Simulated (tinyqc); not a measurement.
# MOS inversion layer, Poisson-Schroedinger loop: effect of the sheet density of electrons

Electrons confined at an insulator interface at z = 0, treated as a hard wall; parabolic valleys, Hartree approximation, no image or exchange terms. The depletion charge lies far deeper than the electrons and gives a uniform field q Nd/(eps0 eps_r); the gate balances all charge. Energies are counted from the band edge at the interface.

Schroedinger equation -(C/mz) psi'' + (V0 + U + dE for set B) psi = E psi, C = hbar^2/(2 m0), psi(0) = 0, on a uniform mesh of 800 nodes with a far wall at 80 nm, 8 levels a set; V0 = q Nd z/(eps0 eps_r); dU/dz = q (Ns - integral of n from 0 to z)/(eps0 eps_r), U(0) = 0; N_k = g md m0 q Vt/(pi hbar^2) ln(1 + exp((EF - E_k)/Vt)), g the number of valleys of the set, sum N_k = Ns. Triangular well: E_k = a_k (C F^2/mz)^(1/3), a_1 = 2.338107, a_2 = 4.087949, C = hbar^2/(2 m0), F in eV/nm. Fang-Howard (all electrons in the lowest level of set A): b^3 = 6 (mz1/C) q (Nd + 11 Ns/32)/(eps0 eps_r), centroid 3/b, level C b^2/(4 mz1) + (3/b) q (Nd + 11 Ns/16)/(eps0 eps_r). The centroid adds 3.9 z_av/eps_r to an oxide-equivalent thickness.

Inputs (values chosen for the exercise); masses and permittivity close to those of germanium (111):
```
symbol   value   unit                                     meaning
T           77      K                                 temperature
eps_r     16.2                              relative permittivity
mz1       1.61     m0  mass along z of valley set A (1 valley(s))
md1     0.0813     m0    in-plane density-of-states mass of set A
mz2     0.0918     m0  mass along z of valley set B (3 valley(s))
md2      0.337     m0    in-plane density-of-states mass of set B
Nd      1.1e11  cm^-2           sheet density of depletion charge
dE        0.06     eV               extra shift of set B (strain)
```

Constants: q = 1.602176634e-19 C, kB = 1.380649e-23 J/K, hbar = 1.054571817e-34 J s, m0 = 9.1093837015e-31 kg, Vt = kB T/q, eps0 = 8.8541878128e-14 F/cm where lengths are in cm, hbar^2/(2 m0) = 0.0380998212 eV nm^2. Results are converted to the units shown.

Effect of the sheet density of electrons:

| Ns (cm^-2) | A1 (meV) | B1 (meV) | EF (meV) | share of A1 (%) | share of set A (%) | centroid z_av (nm) | added oxide equivalent (nm) | Fang-Howard centroid (nm) |
|---|---|---|---|---|---|---|---|---|
| 1e11 | 11.2 | 85.6 | 2.97 | 57.4 | 100 | 6.03 | 1.45 | 4.04 |
| 2.1e11 | 14.5 | 90.9 | 12.5 | 60.0 | 100 | 5.48 | 1.32 | 3.74 |
| 4.5e11 | 20.6 | 101 | 26.7 | 62.6 | 100 | 4.78 | 1.15 | 3.30 |
| 9.7e11 | 31.6 | 119 | 49.2 | 63.3 | 100 | 4.06 | 0.978 | 2.78 |
| 2.1e12 | 50.8 | 151 | 88.2 | 60.5 | 100 | 3.43 | 0.827 | 2.25 |
| 4.4e12 | 82.0 | 207 | 154 | 55.6 | 100 | 2.93 | 0.706 | 1.80 |
| 9.4e12 | 136 | 309 | 274 | 50.2 | 99.8 | 2.49 | 0.600 | 1.42 |
| 2e13 | 225 | 488 | 485 | 44.1 | 93.2 | 2.11 | 0.507 | 1.11 |

What does the comparison show?

As Ns goes from 1e11 to 2e13, A1 rises from 11.2 to 225 meV, the share of A1 goes from 57.4 through a maximum of 63.3 (at Ns = 9.7e11 among the rows listed) to 44.1 % and the centroid falls from 6.03 to 2.11 nm. A1 goes as Ns^(0.67) between the last two rows (a triangular well in the field of that charge alone gives 2/3). EF lies more than 2 meV above A1 for Ns = 4.5e11, 9.7e11, 2.1e12, 4.4e12, 9.4e12, 2e13. The Fang-Howard centroid is 33 % below the full one in the first row, where A1 holds 57.4 %, and 47 % below it in the last, where A1 holds 44.1 %. For Ns = 1e11, 2.1e11, 4.5e11 the eighth level of a set still holds over 0.4 % of the electrons, so more levels and a farther wall would raise the centroid.

Numbers from tinyqc (`OMP_NUM_THREADS=1 python tinyqc.py 2160069 2160070 out.jsonl`; about 1 s on one thread of a shared Intel Xeon 2.30GHz).
